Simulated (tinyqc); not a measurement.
## Trap density from the barrier height

Inverse problem. In a partly depleted grain with all boundary traps filled, 2 N W = Qt and VB = q N W^2/(2 eps0 eps_r). Find Qt, W and the doping at which VB would equal Vt.

Values chosen for this exercise: temperature T = 300 K; relative permittivity eps_r = 11.7.

Constants: q = 1.602176634e-19 C, kB = 1.380649e-23 J/K, Vt = kB T/q, eps0 = 8.8541878128e-14 F/cm where lengths are in cm. Results are converted to the units shown.

doping = 3.3e18 cm^-3
barrier height = 0.071764219 V

Answer. Eliminating W gives VB = q Qt^2/(8 eps0 eps_r N), which falls as 1/N.

Qt = 3.500e12 cm^-2
W = 5.303 nm
doping for VB = Vt = 9.161e18 cm^-3

Program tinyqc, `OMP_NUM_THREADS=1 python tinyqc.py 2830094 2830095 out.jsonl`; Intel Xeon 2.30GHz, shared host, one thread, about 0.01 s.
